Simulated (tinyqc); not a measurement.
## Magnetoresistance against angle

Conductance G = G0 (1 + P1 P2 cos(phi)) at low bias, phi the angle between the magnetisations, normalised to Rp = RA/area at phi = 0.

Inputs (values chosen for the exercise): diameter Dm = 25 nm; spin polarisation of the reference layer P1 = 0.63; spin polarisation of the free layer P2 = 0.61; resistance-area product, parallel state RA = 2.8 ohm um^2.

Result of one run:
```
phi (degree)  R (kohm)  R/Rp - 1 (%)  share of the full TMR (%)
180             12.825        124.83                     100.00
```

What becomes of these results when the angle phi is changed from 180 to 0 degree, all else the same?

Result of the changed run:
```
phi (degree)  R (kohm)  R/Rp - 1 (%)  share of the full TMR (%)
0               5.7041             0                          0
```

The whole series:
```
phi (degree)  R (kohm)  R/Rp - 1 (%)  share of the full TMR (%)
0               5.7041             0                          0
20              5.8012        1.7027                     1.3640
45              6.2090        8.8508                     7.0901
70              6.9789        22.349                     17.903
90              7.8962        38.430                     30.785
110             9.0911        59.378                     47.566
135             10.843        90.084                     72.163
160             12.360        116.68                     93.466
180             12.825        124.83                     100.00
```

R rises from 5.70 to 12.8 kohm, TMR0 = 125 %. It is the conductance that follows cos(phi), so at 90 degrees R has covered only (1 - P1 P2)/2 = 30.8 % of its range.

tinyqc, about 0.01 s, one thread, Intel Xeon 2.30GHz (shared host): `OMP_NUM_THREADS=1 python tinyqc.py 2450049 2450050 out.jsonl`
